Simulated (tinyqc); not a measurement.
MOS inversion layer, Poisson-Schroedinger loop: two steps of the calculation.

Electrons confined at an insulator interface at z = 0, treated as a hard wall; parabolic valleys, Hartree approximation, no image or exchange terms. The depletion charge lies far deeper than the electrons and gives a uniform field q Nd/(eps0 eps_r); the gate balances all charge. Energies are counted from the band edge at the interface.

Values chosen for this exercise; masses and permittivity close to those of germanium (100):

| symbol | value | unit | meaning |
|---|---|---|---|
| T | 400 | K | temperature |
| eps_r | 15.8 |  | relative permittivity |
| md1 | 0.298 | m0 | in-plane density-of-states mass of set A |
| Ns | 1.4e12 | cm^-2 | sheet density of electrons |
| a | 0.5 |  | mixing factor |

Constants: q = 1.602176634e-19 C, kB = 1.380649e-23 J/K, hbar = 1.054571817e-34 J s, m0 = 9.1093837015e-31 kg, Vt = kB T/q, eps0 = 8.8541878128e-14 F/cm where lengths are in cm. Results are converted to the units shown.

Problem 1. Fermi level and occupations. Level k holds N_k = D_k Vt ln(1 + exp((EF - E_k)/Vt)) with D = 4 md1 m0 q/(pi hbar^2) per eV (spin included); EF is fixed by sum N_k = Ns.

levels (eV): A1 0.028443701, A2 0.049350649

Give: EF; N_k.

Solution 1.

EF = -0.07218 eV
N_k (cm^-2): A1 9.022e11, A2 4.978e11

Problem 2. Density, output potential and mixing. n_i = sum_k N_k |psi_k|^2 (converted to cm^-3). Hartree part by Gauss: on the interval before node i the electrons still beyond are S_i = Ns - hz sum_(j<i) n_j, and U_i = U_(i-1) + q S_i hz/(eps0 eps_r) in eV, U_0 = 0 at the interface. Mixing: U(new) = U + a (U(out) - U).

| node | z (nm) | self-consistent potential U at the start (eV) | \|psi\|^2 of A1 (1/nm) | \|psi\|^2 of A2 (1/nm) |
|---|---|---|---|---|
| 1 | 2.5 | 0 | 0.04252233 | 0.039141467 |
| 2 | 5 | 0 | 0.10376390 | 0.052124822 |
| 3 | 7.5 | 0 | 0.11208832 | 0.008541846 |
| 4 | 10 | 0 | 0.07809769 | 0.009991661 |
| 5 | 12.5 | 0 | 0.04006274 | 0.059034727 |
| 6 | 15 | 0 | 0.01617511 | 0.086730938 |
| 7 | 17.5 | 0 | 0.00535154 | 0.072745868 |
| 8 | 20 | 0 | 0.00149091 | 0.042721092 |
| 9 | 22.5 | 0 | 0.00035672 | 0.019216885 |
| 10 | 25 | 0 | 0.00007441 | 0.006963603 |
| 11 | 27.5 | 0 | 0.00001370 | 0.002099915 |
| 12 | 30 | 0 | 0.00000225 | 0.000539138 |
| 13 | 32.5 | 0 | 0.00000033 | 0.000119874 |
| 14 | 35 | 0 | 0.00000004 | 0.000023390 |
| 15 | 37.5 | 0 | 0.00000001 | 0.000004048 |
| 16 | 40 | 0 | 0.00000000 | 0.000000627 |
| 17 | 42.5 | 0 | 0.00000000 | 0.000000087 |
| 18 | 45 | 0 | 0.00000000 | 0.000000011 |
| 19 | 47.5 | 0 | 0.00000000 | 0.000000001 |

N_k (cm^-2): A1 9.0221226e11, A2 4.9778774e11

Wanted: n; U(out); U after round 1.

Solution 2.

| node | n (1e18 cm^-3) | U(out) (eV) | U after round 1 (eV) |
|---|---|---|---|
| 1 | 0.578 | 0.0401 | 0.02004 |
| 2 | 1.196 | 0.0760 | 0.03801 |
| 3 | 1.054 | 0.1034 | 0.05171 |
| 4 | 0.754 | 0.1233 | 0.06163 |
| 5 | 0.655 | 0.1377 | 0.06885 |
| 6 | 0.578 | 0.1474 | 0.07372 |
| 7 | 0.410 | 0.1531 | 0.07653 |
| 8 | 0.226 | 0.1557 | 0.07787 |
| 9 | 0.099 | 0.1568 | 0.07840 |
| 10 | 0.035 | 0.1572 | 0.07858 |
| 11 | 0.011 | 0.1573 | 0.07863 |
| 12 | 0.003 | 0.1573 | 0.07864 |
| 13 | 0.001 | 0.1573 | 0.07865 |
| 14 | 0.000 | 0.1573 | 0.07865 |
| 15 | 0.000 | 0.1573 | 0.07865 |
| 16 | 0.000 | 0.1573 | 0.07865 |
| 17 | 0.000 | 0.1573 | 0.07865 |
| 18 | 0.000 | 0.1573 | 0.07865 |
| 19 | 0.000 | 0.1573 | 0.07865 |

tinyqc, about 0.5 s, one thread, Intel Xeon 2.30GHz (shared host): `OMP_NUM_THREADS=1 python tinyqc.py 2160045 2160046 out.jsonl`
